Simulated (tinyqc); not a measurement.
From results back to parameters: periodic multilayer mirror for extreme ultraviolet light. Three cases, with inputs chosen for the exercise.

Problem. With a mean index 1 - dm the Bragg wavelength is lam_B = 2 L sqrt((1 - dm)^2 - sin^2 theta). It is given at 0 degrees and at th2; L and dm are hidden. Then the absorber share is Gm = (dm - delta_S)/(delta_A - delta_S), with the first entries of dS and dA; L is the period.

Find: L; dm; Gm.

Method. The difference of the squares is 4 L^2 sin^2(th2); then 1 - dm = lam_B(0)/(2 L).

Case 1.

Values chosen (out of a larger set: optical constants near those of Mo and Si at 13.5 nm; not measured data): th2 = 20 degrees (second angle); dA = (0.0756, 0.00617) (delta and beta of the absorber, N = 1 - delta + i beta); dS = (0.0008, 0.00172) (delta and beta of the spacer and the substrate).

lam_B at 0 = 13.596020 nm
lam_B at th2 = 12.717200 nm

Solution.

L = 7.030 nm
dm = 0.0330
Gm = 0.43

Case 2.

Values chosen (out of a larger set: optical constants near those of Mo and Si at 13.5 nm; not measured data): th2 = 20 degrees (second angle); dA = (0.0764, 0.0069) (delta and beta of the absorber, N = 1 - delta + i beta); dS = (0.0012, 0.00189) (delta and beta of the spacer and the substrate).

lam_B at 0 = 13.593324 nm
lam_B at th2 = 12.706537 nm

Solution.

L = 7.060 nm
dm = 0.0373
Gm = 0.48

Case 3.

Values chosen (out of a larger set: optical constants near those of Mo and Si at 13.5 nm; not measured data): th2 = 15 degrees (second angle); dA = (0.0771, 0.00672) (delta and beta of the absorber, N = 1 - delta + i beta); dS = (0.001, 0.00188) (delta and beta of the spacer and the substrate).

lam_B at 0 = 13.621832 nm
lam_B at th2 = 13.129633 nm

Solution.

L = 7.010 nm
dm = 0.0284
Gm = 0.36

Computed by tinyqc, one run a case: `OMP_NUM_THREADS=1 python tinyqc.py N N+1 out.jsonl` with N = 1652408, 1652414, 1652510; one thread of a shared Intel(R) Xeon(R) Processor @ 2.30GHz, about 0.01 s a run at most.
